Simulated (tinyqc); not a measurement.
A spin-degenerate level with charging energy between two leads, rate equations: one step of the calculation.

States 0, up, down and 2 with energies 0, e1 - Ez/2, e1 + Ez/2 and 2 e1 + U. mu_L = +V/2, mu_R = -V/2 (meV), f(x) = 1/(1 + exp(x/kB T)). A transition that adds one electron of given spin at the energy E has the rate G f(E - mu) from each lead, and its reverse G [1 - f(E - mu)]. I counts electrons leaving the left lead, times q.

Question. Transition energies and Fermi factors. Transition energies: 0-up e1 - Ez/2, 0-down e1 + Ez/2, up-2 e1 + U + Ez/2, down-2 e1 + U - Ez/2.

Parameters, values chosen for the exercise:
- U = 3.2 meV (charging energy of the second electron)
- e1 = 0.41 meV (level)
- T = 1.3 K (temperature)
- V = 2.5 mV (bias)
- Ez = 0.49 meV (Zeeman splitting)

Constants: q = 1.602176634e-19 C, kB = 1.380649e-23 J/K, Vt = kB T/q. Results are converted to the units shown.

Find: E; fL; fR.

Answer.

```
transition  E (meV)      fL  fR (1e-6)
0-up          0.165  0.9999      3.269
0-down        0.655  0.9951      0.041
up-2          3.855  0.0000      0.000
down-2        3.365  0.0000      0.000
```

Range of the model: Rate equations need hbar G well below kB T; cotunnelling and the Kondo effect are left out.

Numbers from tinyqc (`OMP_NUM_THREADS=1 python tinyqc.py 2780118 2780119 out.jsonl`; about 0.01 s on one thread of a shared Intel Xeon 2.30GHz).
